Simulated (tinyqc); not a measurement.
# Long-channel MOSFET, surface-potential model: effects of single changes

n-channel transistor on a uniformly doped p-type body, gradual-channel approximation, constant mobility, Boltzmann statistics, full ionisation. Potentials are counted from the neutral body; V is the electron quasi-Fermi potential, Vsb at the source and Vsb + Vds at the drain. Charges are magnitudes per area.

Parameters, values chosen for the exercise; material values close to those of silicon: temperature T = 300 K; band gap Eg = 1.12 eV; relative permittivity of the semiconductor eps_r = 11.7; conduction-band density of states at T Nc = 2.86e19 cm^-3; valence-band density of states at T Nv = 2.65e19 cm^-3; acceptor density of the body Na = 1.8e17 cm^-3; relative permittivity of the gate insulator eox = 9.35; insulator thickness tox = 21 nm; flat-band voltage Vfb = -0.98 V; channel mobility mu = 160 cm^2/(V s); gate width W = 2 um; gate length L = 5 um; source-body reverse bias Vsb = 0 V; drain-source voltage Vds = 1.2 V.

Constants: q = 1.602176634e-19 C, kB = 1.380649e-23 J/K, Vt = kB T/q, eps0 = 8.8541878128e-14 F/cm where lengths are in cm. Results are converted to the units shown.

Each table varies one quantity; the others keep the values above.

## Transfer curve from weak to strong inversion

ni = sqrt(Nc Nv) exp(-Eg/(2 Vt)), Eg in volts; phiF = Vt ln(Na/ni); Cox = eps0 eox/tox; gamma = sqrt(2 q eps0 eps_r Na)/Cox. The surface potential psi at channel potential V solves Vgs + Vsb - Vfb - psi = gamma sqrt(G), G = psi - Vt + Vt exp((psi - 2 phiF - V)/Vt). Charge sheet: Qi = Cox gamma [sqrt(G) - sqrt(psi - Vt)]; I = mu (W/L) [integral of Qi dpsi from psi_0 to psi_L (drift) + Vt (Qi0 - QiL) (diffusion)], with psi_0 at V = Vsb and psi_L at V = Vsb + Vds. Pao-Sah: Qi(V) = (Cox gamma/2) integral from 3 Vt to psi of exp((u - 2 phiF - V)/Vt)/sqrt(G(u, V)) du, and I = mu (W/L) integral of Qi dV from Vsb to Vsb + Vds. Square law: VT = Vfb + 2 phiF + gamma sqrt(2 phiF + Vsb), m = 1 + gamma/(2 sqrt(2 phiF + Vsb)), I = mu Cox (W/L) [(Vgs - VT) v - m v^2/2] with v the smaller of Vds and (Vgs - VT)/m, and zero below VT. gm = dI/dVgs of the charge-sheet current.

Results:
```
Vgs (V),"I, charge sheet (uA)","I, Pao-Sah (uA)",drift share (%),gm/I (1/V),"I, square law (uA)"
0.25,2.330e-5,2.377e-5,0.05026,27.62,0
0.42,0.002570,0.002615,5.106,26.84,0
0.77,0.5494,0.5621,75.35,7.117,0.9386
0.95,1.522,1.556,84.38,4.558,2.317
1.12,2.957,3.019,88.55,3.370,4.182
1.3,5.048,5.148,91.13,2.632,6.752
1.47,7.579,7.720,92.72,2.177,9.742
1.65,10.86,11.05,93.89,1.839,13.50
```

Estimate the missing row, Vgs = 0.6 V.

Computed row:
```
Vgs (V),"I, charge sheet (uA)","I, Pao-Sah (uA)",drift share (%),gm/I (1/V),"I, square law (uA)"
0.6,0.1046,0.1069,52.60,13.54,0.1990
```

With this row back in the table: The charge-sheet current rises from 2.33e-5 to 10.9 uA. In the first row gm/I is 27.6 1/V, a swing of 83.4 mV a decade, against Vt ln 10 = 59.5 mV a decade for an ideal gate; in the last it is 1.84 1/V. Drift passes half of the current at Vgs = 0.6 V among the rows listed (VT = 0.455 V). The charge sheet departs most from Pao-Sah at Vgs = 0.77 V, where it is 2.3 % below it. In the last row the square law is 22 % above Pao-Sah. For Vgs = 0.95 to 1.65 V the surface electron density at the source passes 0.3 Nc, where degeneracy and quantisation, left out here, matter.

## Output curve

Same model as above.

In this table Vgs = 0.75 V.

Output curve:
```
Vds (V),psi_L (V),QiL (nC/cm^2),"I, charge sheet (uA)","I, Pao-Sah (uA)","I, square law (uA)"
0.04,0.9776,58.16,0.1688,0.1730,0.2709
0.08,1.009,42.00,0.2955,0.3026,0.4879
0.12,1.037,27.29,0.3830,0.3921,0.6510
0.16,1.061,14.91,0.4359,0.4462,0.7603
0.2,1.078,6.178,0.4618,0.4726,0.8157
0.23,1.085,2.554,0.4698,0.4807,0.8232
0.27,1.089,0.6297,0.4733,0.4843,0.8232
0.31,1.090,0.1391,0.4742,0.4851,0.8232
0.35,1.090,0.02986,0.4744,0.4853,0.8232
```

Read the table: what changes, and by how much?

The Pao-Sah current rises from 0.173 to 0.485 uA, while the charge at the drain end falls from 58.2 to 0.0299 nC/cm^2. The current first comes within 1 % of its last value at Vds = 0.23 V among the rows listed; the square law saturates at (Vgs - VT)/m = 0.221 V. Over the last two rows psi_L moves by less than 1 mV: the drain has lost hold of the surface potential, so the current no longer grows. In the last row the charge sheet is 2.3 % below Pao-Sah and the square law 70 % above it.

## Transfer curve from weak to strong inversion

Same model as above.

Transfer curve from weak to strong inversion:
```
Vgs (V),"I, charge sheet (uA)","I, Pao-Sah (uA)",drift share (%),gm/I (1/V),"I, square law (uA)"
0.25,2.330e-5,2.377e-5,0.05026,27.62,0
0.42,0.002570,0.002615,5.106,26.84,0
0.6,0.1046,0.1069,52.60,13.54,0.1990
0.77,0.5494,0.5621,75.35,7.117,0.9386
0.95,1.522,1.556,84.38,4.558,2.317
1.12,2.957,3.019,88.55,3.370,4.182
1.3,5.048,5.148,91.13,2.632,6.752
1.47,7.579,7.720,92.72,2.177,9.742
1.65,10.86,11.05,93.89,1.839,13.50
```

The charge-sheet current rises from 2.33e-5 to 10.9 uA. In the first row gm/I is 27.6 1/V, a swing of 83.4 mV a decade, against Vt ln 10 = 59.5 mV a decade for an ideal gate; in the last it is 1.84 1/V. Drift passes half of the current at Vgs = 0.6 V among the rows listed (VT = 0.455 V). The charge sheet departs most from Pao-Sah at Vgs = 0.77 V, where it is 2.3 % below it. In the last row the square law is 22 % above Pao-Sah. For Vgs = 0.95 to 1.65 V the surface electron density at the source passes 0.3 Nc, where degeneracy and quantisation, left out here, matter.

Numbers from tinyqc (`OMP_NUM_THREADS=1 python tinyqc.py 2360057 2360058 out.jsonl`; about 0.05 s on one thread of a shared Intel Xeon 2.30GHz).
